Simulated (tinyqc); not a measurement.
p-n diode, drift-diffusion by the Gummel loop with Scharfetter-Gummel fluxes: one step of the calculation.

Abrupt junction at x = 0, p side from -Lp, n side to Ln, ohmic contacts. psi is counted from the intrinsic level; n = ni exp((psi - phin)/Vt), p = ni exp((phip - psi)/Vt). Contacts: p side psi = V - Vt ln(Na/ni), p = Na, n = ni^2/Na; n side psi = Vt ln(Nd/ni), n = Nd, p = ni^2/Nd. Constant mobilities, D = mu Vt, Boltzmann statistics, SRH recombination through a mid-gap level, U = (n p - ni^2)/(tp (n + ni) + tn (p + ni)). Current is positive from the p contact to the n contact.

Task. Poisson equation. With phin and phip held, solve a_i (psi_(i+1) - psi_i) - a_(i-1) (psi_i - psi_(i-1)) + q w_i (p_i - n_i + C_i) = 0 for the inner nodes by Newton steps to convergence; a_i = eps0 eps_r/h_i, h_i = x_(i+1) - x_i, w_i = (h_(i-1) + h_i)/2, C = -Na or +Nd.

Parameters, values chosen for the exercise; band and dielectric values close to those of silicon:

| symbol | value | unit | meaning |
|---|---|---|---|
| T | 300 | K | temperature |
| eps_r | 11.9 |  | relative permittivity |
| Na | 2.1e16 | cm^-3 | acceptor density of the p side |
| Nd | 1.3e16 | cm^-3 | donor density of the n side |
| V | 0.38 | V | bias of the p contact |

Constants: q = 1.602176634e-19 C, kB = 1.380649e-23 J/K, Vt = kB T/q, eps0 = 8.8541878128e-14 F/cm where lengths are in cm. Results are converted to the units shown.

```
node  x (nm)  phin at the start (V)  phip at the start (V)
0      -2700                   0.38                   0.38
1      -1470                      0                   0.38
2       -776                      0                   0.38
3       -383                      0                   0.38
4       -161                      0                   0.38
5      -35.5                      0                   0.38
6       35.5                      0                   0.38
7        126                      0                   0.38
8        242                      0                   0.38
9        390                      0                   0.38
10       579                      0                   0.38
11       820                      0                      0
```

ni = 8.7649367e9 cm^-3

Wanted: psi; n after Poisson; p after Poisson.

Result.

```
node  psi (V)  n after Poisson (cm^-3)  p after Poisson (cm^-3)
0     0.00025                   3658.3                2.1000e16
1     0.00025                 8.8511e9                2.1000e16
2     0.00025                 8.8511e9                2.1000e16
3     0.00027                 8.8569e9                2.0986e16
4     0.00171                 9.3653e9                1.9847e16
5     0.04076                4.2407e10                4.3831e15
6     0.23911                9.1113e13                2.0400e12
7     0.34846                6.2616e15                2.9685e10
8     0.36591                1.2297e16                1.5116e10
9     0.36728                1.2965e16                1.4336e10
10    0.36735                1.2999e16                1.4299e10
11    0.36735                1.3000e16                   5909.5
```

Numbers from tinyqc (`OMP_NUM_THREADS=1 python tinyqc.py 2240172 2240173 out.jsonl`; about 0.2 s on one thread of a shared Intel Xeon 2.30GHz).
